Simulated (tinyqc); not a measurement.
Inside a calculation. Model: chemical-mechanical planarisation: Preston law, pattern density and step-height reduction. Computed by tinyqc, a small Python program that keeps every step. Command: `OMP_NUM_THREADS=1 python tinyqc.py 3026017 3026018 out.jsonl cmp walk`. One thread of a shared host (Intel(R) Xeon(R) Processor @ 2.30GHz), about 0.01 s of CPU time with the checks. Intermediate numbers are printed to about 5 digits and carried at full precision; extremes and crossings named in words are read from the listed rows.

A row of 8 cells, repeated periodically, holds raised features that cover a share rho of each cell.

Inputs (values chosen for the exercise, close to those used for oxide polishing):
```
quantity                          value  unit
Preston coefficient K           6.7e-14  1/Pa
pressure P                           33   kPa
platen and carrier speed            110   rpm
distance between the centres         18    cm
initial step height h0              280    nm
contact height h_c                   46    nm
film above the raised areas z0      490    nm
cell size                           2.1    mm
planarisation length                4.9    mm
polish time t                        20     s
```

local pattern densities, cell by cell: 0.9  0.9  0.5  0.7  0.5  0.2  0.4  0.5

## Blanket rate

With equal rotation speeds the relative speed is uniform, v = omega r_c; Preston rate R0 = K P v.

relative speed v = 2.0735 m/s

blanket rate R0 = 4.5844 nm/s

## Effective density

The stiff pad averages the density: rho_eff(i) = sum_j w_ij rho_j / sum_j w_ij, w = exp(-2 d^2/L^2), L the planarisation length and d the distance between cell centres, summed over all periodic images of cell j.

normalised weights (images included) for cells 0, 1, 2, ... apart: 0.34195  0.23682  0.07867  0.01257  0.00192

effective densities: 0.72239  0.74541  0.66960  0.58003  0.47424  0.39526  0.43377  0.57930

Local densities span 0.2 to 0.9, effective ones 0.395 to 0.745.

## State at time t

While h > h_c only raised areas polish, at R0/rho_eff, until t_c = rho_eff (h0 - h_c)/R0. After that h = h_c exp(-(t - t_c)/tau), tau = rho_eff h_c/R0; low areas polish at R0 (1 - h/h_c) and raised areas at R0 [1 + (1 - rho_eff) h/(rho_eff h_c)]. Removed from raised areas after t_c: h0 - h_c + R0 (t - t_c) + (1 - rho_eff)(h_c - h); from low areas: R0 (t - t_c) - rho_eff (h_c - h). Film left = z0 less the removal from raised areas.

Cells:
```
cell  rho_eff  t_c (s)  step h (nm)  removed, raised (nm)  removed, low (nm)  film left on raised areas (nm)
1     0.72239   36.872       153.08                126.92                  0                          363.08
2     0.74541   38.048       157.00                123.00                  0                          367.00
3     0.66960   34.178       143.07                136.93                  0                          353.07
4     0.58003   29.606       121.92                158.08                  0                          331.92
5     0.47424   24.207        86.67                193.33                  0                          296.67
6     0.39526   20.175        48.03                231.97                  0                          258.03
7     0.43377   22.141        68.62                211.38                  0                          278.62
8     0.57930   29.569       121.73                158.27                  0                          331.73
```

range of film left across the row = 108.97 nm

largest remaining step = 157.00 nm

thinnest film left = 258.03 nm

0 of 8 cells have reached contact. The cell with the lowest rho_eff has lost the most film from its raised areas.

## Local against global planarity over time

Times are multiples of h0/R0; the range is the largest minus the smallest removal from raised areas.

Steps and range (nm):
```
multiple   t (s)  largest step  smallest step  range across the row  mean removal from raised areas
0.10        6.11        242.44         209.16                 33.28                           51.15
0.20       12.22        204.87         138.32                 66.55                          102.29
0.30       18.32        167.31          67.48                 99.83                          153.44
0.45       27.48        110.97           7.28                121.89                          224.41
0.60       36.65         54.62           0.72                111.51                          280.47
0.80       48.86         10.84           0.03                100.78                          341.93
1.00       61.08          2.12           0.00                 98.58                          398.82
1.30       79.40          0.18           0.00                 98.09                          482.99
1.70      103.83          0.01           0.00                 98.04                          595.00
```

Local steps shrink to 0.01 nm or less, but the range across the row reaches up to 121.9 nm among these rows and ends at 98.0 nm, against the limit (largest - smallest rho_eff) h0 = 98.0 nm: once flat, all cells polish alike and the difference stays. Evener density (dummy fill), a longer planarisation length or a smaller initial step reduces it. Caution: in the last rows the removal passes z0 somewhere, so they describe a thicker film than the one given.

Checks made by the program: volume removed per cell equals R0 t (relative difference below 1e-10).
